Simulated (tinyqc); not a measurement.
Junction parameters from two forward currents.

Problem. D(v) = J1 (exp(v/Vt) - 1) + J2 (exp(v/(2 Vt)) - 1). Find J1, J2 and the voltage 2 Vt ln(J2/J1) near which both parts are equal.

Inputs (values chosen for the exercise):
- T = 300 K (temperature)

Constants: q = 1.602176634e-19 C, kB = 1.380649e-23 J/K, Vt = kB T/q. Results are converted to the units shown.

junction voltages (V): [0.3, 0.61]
currents (uA/um): [1.8425264e-5, 0.10443561]

Solution. The current is linear in J1 and J2, so two points give two equations.

J1 = 5.500e-12 uA/um
J2 = 5.400e-8 uA/um
crossover = 0.4753 V

Program tinyqc, `OMP_NUM_THREADS=1 python tinyqc.py 2182107 2182108 out.jsonl`; Intel Xeon 2.30GHz, shared host, one thread, about 0.2 s.
